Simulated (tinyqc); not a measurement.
# Inversion coefficient and width from gm/I

Inverse problem. Without velocity saturation gm n Vt/I = 2/(1 + sqrt(1 + 4 IC)), IC = I/Ispec, Ispec = 2 n mu Cox (W/L) Vt^2. Find IC and the width W for I = 100 uA.

Inputs (values chosen for the exercise): temperature T = 300 K; gate length L = 130 nm; gate capacitance Cox = 2.01 uF/cm^2; mobility mu = 160 cm^2/(V s); slope factor n = 1.32.

Constants: q = 1.602176634e-19 C, kB = 1.380649e-23 J/K, Vt = kB T/q. Results are converted to the units shown.

gm n Vt/I = 0.87695265

Answer. With x the given ratio, IC = (1 - x)/x^2.

IC = 0.160
W = 143 um

Numbers from tinyqc (`OMP_NUM_THREADS=1 python tinyqc.py 2150044 2150045 out.jsonl`; about 0.01 s on one thread of a shared Intel Xeon 2.30GHz).
